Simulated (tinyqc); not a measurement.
Grain growth, pinning, strength and diffusional creep of a polycrystal or thin film: one step, computed by the program tinyqc.

One mean grain size d describes the structure.

Problem. Diffusional creep at T_c. Nabarro-Herring rate = 14 sigma Omega D_l/(k_B T d^2), D_l = D0 exp(-Q_l/(k_B T)); Coble rate = 14 pi sigma Omega delta D_b/(k_B T d^3), delta D_b = delta D0b exp(-Q_b/(k_B T)); they are equal at d_x = pi delta D_b/D_l.

Inputs (values chosen for the exercise, modelled on tungsten):

| quantity | value | unit |
|---|---|---|
| atomic volume Omega | 15.85 | angstrom^3 |
| anneal temperature T | 2409 | K |
| lattice diffusion energy Q_l | 5.64 | eV |
| boundary diffusion energy Q_b | 3.98 | eV |
| lattice prefactor D0 | 3.3e-05 | m^2/s |
| boundary prefactor delta D0b | 2.4e-14 | m^3/s |
| applied stress sigma | 210 | MPa |
| service temperature T_c | 1510 | K |

grain size d = 73.22899 nm

Constants: k_B = 1.380649e-23 J/K; k_B = 8.617333262e-05 eV/K.

Give: Nabarro-Herring rate; Coble rate; crossover size d_x; time to 1 % strain.

Solution.

Nabarro-Herring rate = 2.062e-09 1/s

Coble rate = 2.233e-05 1/s

crossover size d_x = 793.0 micrometre

time to 1 % strain = 447.7 s

Boundary diffusion carries the creep, by a factor 11000. Caution: sigma Omega is not small against k_B T, as the linear creep laws assume.
